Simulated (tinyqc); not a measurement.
# MOSFET in the linear regime without short-channel effects, parameter extraction from computed curves: what changes with what

Inversion charge Q = Cox n Vt W0(exp((Vg - VT)/(n Vt))), W0 the Lambert function and n = nf; u = Q/Cox; mobility mu = mu0/(1 + th1 u + th2 u^2); channel resistance Rch = (L - dL)/(W mu Q); Id = Vd/(Rch + Rsd/W). Cox = eps0 eox/tox. Small Vd, no channel-length or drain effects.

Values chosen for this exercise; channel values of the order met in silicon transistors:
```
symbol  value        unit                                                                 meaning
T         200           K                                                             temperature
eox       3.9              relative permittivity of the gate insulator (close to silicon dioxide)
tox         1          nm                                                     insulator thickness
mu0       320  cm^2/(V s)                                                      low-field mobility
th1      0.39         1/V                                       first mobility attenuation factor
th2         0       1/V^2                                      second mobility attenuation factor
VT       0.53           V                                                       threshold voltage
nf       1.46                                                                         body factor
W           1          um                                                              gate width
L        0.46          um                                                       drawn gate length
dL      0.009          um                                             drawn less effective length
Rsd       260      ohm um                                            source plus drain resistance
Vd       0.02           V                                                           drain voltage
```

Constants: q = 1.602176634e-19 C, kB = 1.380649e-23 J/K, Vt = kB T/q, eps0 = 8.8541878128e-14 F/cm where lengths are in cm. Results are converted to the units shown.

Each table varies one quantity; the others keep the values above.

## Extraction methods against the source plus drain resistance

From the continuous curve Id(Vg): tangent at peak gm (V_ext = Vg - Id/gm); constant current Id = 0.1 uA W/L; peak of d2Id/dVg2; Y = Id/sqrt(gm) drawn through Vg = VT + 0.6 and VT + 0.8 V, with intercept VT_Y and slope s. Mobilities gm,max L/(W Cox Vd) and s^2 L/(W Cox Vd) with the drawn L. Last column: share of Rsd/W in the total resistance at VT + 0.8 V.

Results:
columns A: Rsd (ohm um); B: V_ext (V); C: constant current (V); D: second derivative (V); E: VT_Y (V); F: mobility from gm (cm^2/(V s)); G: mobility from Y (cm^2/(V s)); H: series share (%)
```
A         B      C      D      E    F    G     H
0     0.540  0.491  0.523  0.572  250  301     0
100   0.533  0.491  0.522  0.572  233  301  12.1
200   0.529  0.491  0.522  0.572  221  301  21.5
400   0.523  0.491  0.520  0.572  202  301  35.4
800   0.515  0.491  0.517  0.572  177  301  52.3
1500  0.507  0.491  0.513  0.572  150  301  67.3
```

Estimate the missing row, Rsd = 50 ohm um.

Computed row:
columns A: Rsd (ohm um); B: V_ext (V); C: constant current (V); D: second derivative (V); E: VT_Y (V); F: mobility from gm (cm^2/(V s)); G: mobility from Y (cm^2/(V s)); H: series share (%)
```
A       B      C      D      E    F    G     H
50  0.536  0.491  0.523  0.572  241  301  6.42
```

With this row back in the table: The model has VT = 0.53 V and mu0 = 320 cm^2/(V s). Over the table the extracted thresholds move by 33 mV (tangent), under 0.5 mV (constant current), 10 mV (second derivative), under 0.5 mV (Y function). The mobility from gm falls from 250 to 150 and that from Y stays near 301 cm^2/(V s). Y cancels the series resistance, which multiplies Id and sqrt(gm) by the same factor.

## Extraction methods against the body factor

Same model as above.

Results:
columns A: nf; B: V_ext (V); C: constant current (V); D: second derivative (V); E: VT_Y (V); F: mobility from gm (cm^2/(V s)); G: mobility from Y (cm^2/(V s)); H: series share (%)
```
A        B      C      D      E    F    G     H
1    0.531  0.511  0.525  0.566  230  309  26.7
1.1  0.531  0.507  0.524  0.568  226  308  26.6
1.2  0.530  0.503  0.523  0.569  222  306  26.5
1.3  0.529  0.498  0.522  0.570  219  304  26.4
1.5  0.526  0.489  0.521  0.573  213  301  26.2
1.6  0.525  0.484  0.520  0.573  211  299  26.2
1.7  0.524  0.479  0.519  0.574  208  297  26.1
```

Estimate the missing row, nf = 1.4.

Computed row:
columns A: nf; B: V_ext (V); C: constant current (V); D: second derivative (V); E: VT_Y (V); F: mobility from gm (cm^2/(V s)); G: mobility from Y (cm^2/(V s)); H: series share (%)
```
A        B      C      D      E    F    G     H
1.4  0.527  0.494  0.522  0.571  216  302  26.3
```

With this row back in the table: The model has VT = 0.53 V and mu0 = 320 cm^2/(V s). Over the table the extracted thresholds move by 7.6 mV (tangent), 32 mV (constant current), 6.0 mV (second derivative), 8.2 mV (Y function). The mobility from gm falls from 230 to 208 and that from Y falls from 309 to 297 cm^2/(V s).

Computed by the program tinyqc: `OMP_NUM_THREADS=1 python tinyqc.py 2210031 2210032 out.jsonl`, one thread of a shared Intel Xeon 2.30GHz, about 0.01 s for the whole run.
